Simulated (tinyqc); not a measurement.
# Lossy on-chip transmission line with skin effect: effects of single changes

A uniform line in a homogeneous dielectric: c = sqrt(er)/(c0 Z0), l = Z0 sqrt(er)/c0 (c0 = 299792458 m/s), g = w c td, w = 2 pi f. The resistance joins its limits as r = sqrt(r_dc^2 + r_hf^2), with r_dc = rho/(wd th), r_hf = kr rho/(2 delta (wd + th)), delta = sqrt(rho/(pi f mu0)), mu0 = 4 pi 1e-7 H/m; this is an interpolation, and internal inductance, up to 0.05 nH/mm at low frequency, is neglected.

Values chosen for this exercise:

| symbol | value | unit | meaning |
|---|---|---|---|
| wd | 3 | um | width of the strip |
| th | 0.61 | um | thickness of the strip |
| rho | 2.2 | uohm cm | resistivity |
| er | 3 |  | relative permittivity |
| td | 0.005 |  | loss tangent |
| Z0 | 45 | ohm | lossless impedance sqrt(l/c) |
| kr | 1.5 |  | factor for crowding and the return path |
| len | 0.5 | mm | length |
| Rg | 50 | ohm | source resistance |
| RL | 1000 | ohm | load resistance |
| CL | 300 | fF | load capacitance |
| f | 13 | GHz | frequency |

Each table varies one quantity; the others keep the values above.

## Line properties against frequency

gamma = sqrt((r + i w l)(g + i w c)) = alpha + i beta, Zc = sqrt((r + i w l)/(g + i w c)), roots with positive real part; loss 8.685889638 alpha in dB; phase velocity w/beta. ZL = 1/(1/RL + i w CL); reflection (ZL - Zc)/(ZL + Zc); Zin = Zc (ZL + Zc tanh(gamma len))/(Zc + ZL tanh(gamma len)); H = V_load/V_source = [Zin/(Zin + Rg)]/[cosh(gamma len) + (Zc/ZL) sinh(gamma len)].

Result of one run:

| f (GHz) | r (ohm/mm) | r/(w l) | loss (dB/mm) | \|Zc\| (ohm) | phase velocity over c0 | length in wavelengths | \|H\| (dB) |
|---|---|---|---|---|---|---|---|
| 0.01 | 12.023 | 736.03 | 0.060598 | 1220.8 | 0.030151 | 5.5316e-4 | -0.47339 |

What becomes of these results when the frequency f is changed from 0.01 to 0.8 GHz, all else the same?

Result of the changed run:

| f (GHz) | r (ohm/mm) | r/(w l) | loss (dB/mm) | \|Zc\| (ohm) | phase velocity over c0 | length in wavelengths | \|H\| (dB) |
|---|---|---|---|---|---|---|---|
| 0.8 | 12.146 | 9.2941 | 0.51678 | 137.58 | 0.25439 | 0.0052449 | -0.50558 |

The whole series:

| f (GHz) | r (ohm/mm) | r/(w l) | loss (dB/mm) | \|Zc\| (ohm) | phase velocity over c0 | length in wavelengths | \|H\| (dB) |
|---|---|---|---|---|---|---|---|
| 0.01 | 12.023 | 736.03 | 0.060598 | 1220.8 | 0.030151 | 5.5316e-4 | -0.47339 |
| 0.03 | 12.027 | 245.41 | 0.10483 | 704.94 | 0.052144 | 9.5954e-4 | -0.47346 |
| 0.09 | 12.036 | 81.866 | 0.18091 | 407.17 | 0.089913 | 0.0016694 | -0.47390 |
| 0.3 | 12.069 | 24.626 | 0.32610 | 223.40 | 0.16161 | 0.0030959 | -0.47819 |
| 0.8 | 12.146 | 9.2941 | 0.51678 | 137.58 | 0.25439 | 0.0052449 | -0.50558 |
| 2 | 12.330 | 3.7739 | 0.76238 | 88.915 | 0.36941 | 0.0090297 | -0.66714 |
| 7 | 13.068 | 1.1428 | 1.1301 | 55.453 | 0.51508 | 0.022666 | -2.4008 |
| 20 | 14.816 | 0.45348 | 1.4122 | 47.154 | 0.56401 | 0.059142 | -7.9317 |
| 60 | 19.221 | 0.19611 | 1.8938 | 45.426 | 0.57476 | 0.17411 | -16.143 |

r equals w l at 8.10 GHz: below it |Zc| and the delay grow as in an RC line, above it |Zc| tends to Z0 = 45 ohm and the velocity to 1/sqrt(er) = 0.577 c0. The loss goes as f^(0.50) between the first two rows and f^(0.27) between the last two. |H| is -0.473 dB in the first row and -16.1 dB in the last; between rows it can pass through resonances that the table doesn't show.

## Effect of the length

Same model as above.

The same in every row: r (ohm/mm) = 13.90; r/(w l) = 0.6546; loss (dB/mm) = 1.291; |Zc| (ohm) = 49.20; phase velocity over c0 = 0.5515.

Result of one run:

| len (mm) | length in wavelengths | \|H\| (dB) |
|---|---|---|
| 2.5 | 0.1966 | -8.693 |

What becomes of these results when the length len is changed from 2.5 to 0.05 mm, all else the same?

Result of the changed run:

| len (mm) | length in wavelengths | \|H\| (dB) |
|---|---|---|
| 0.05 | 0.003931 | -4.250 |

The whole series:

| len (mm) | length in wavelengths | \|H\| (dB) |
|---|---|---|
| 0.05 | 0.003931 | -4.250 |
| 0.087 | 0.006841 | -4.320 |
| 0.15 | 0.01179 | -4.442 |
| 0.27 | 0.02123 | -4.680 |
| 0.47 | 0.03696 | -5.087 |
| 0.82 | 0.06448 | -5.808 |
| 1.4 | 0.1101 | -6.945 |
| 2.5 | 0.1966 | -8.693 |

As len goes from 0.05 to 2.5, the loss stays at 1.29 dB/mm, |Zc| stays at 49.2 ohm and |H| goes from -4.25 to -8.69 dB, with its highest value among the rows, -4.25 dB, at len = 0.05.

Numbers from tinyqc (`OMP_NUM_THREADS=1 python tinyqc.py 2810217 2810218 out.jsonl`; about 0.01 s on one thread of a shared Intel Xeon 2.30GHz).
